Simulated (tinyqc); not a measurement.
Mobility and threshold from two currents.

Inverse problem. In the linear region I = mu Cox (W/L) [(Vgs - VT) Vds - m Vds^2/2], Cox = eps0 eox/tox. Find mu and VT.

Inputs (values chosen for the exercise): relative permittivity of the gate insulator eox = 4.02; insulator thickness tox = 7 nm; gate width W = 5 um; gate length L = 2 um.

Constants: eps0 = 8.8541878128e-14 F/cm where lengths are in cm. Results are converted to the units shown.

I at Vgs = 0.37 and 0.87 V, Vds = 0.05 V (uA): 2.6003296  6.0961527
m = 1.0470516

Answer. The slope dI/dVgs is mu Cox (W/L) Vds; the line meets zero current at VT + m Vds/2.

mu = 110.0 cm^2/(V s)
VT = -0.02810 V

Program tinyqc, `OMP_NUM_THREADS=1 python tinyqc.py 2360015 2360016 out.jsonl`; Intel Xeon 2.30GHz, shared host, one thread, about 0.03 s.
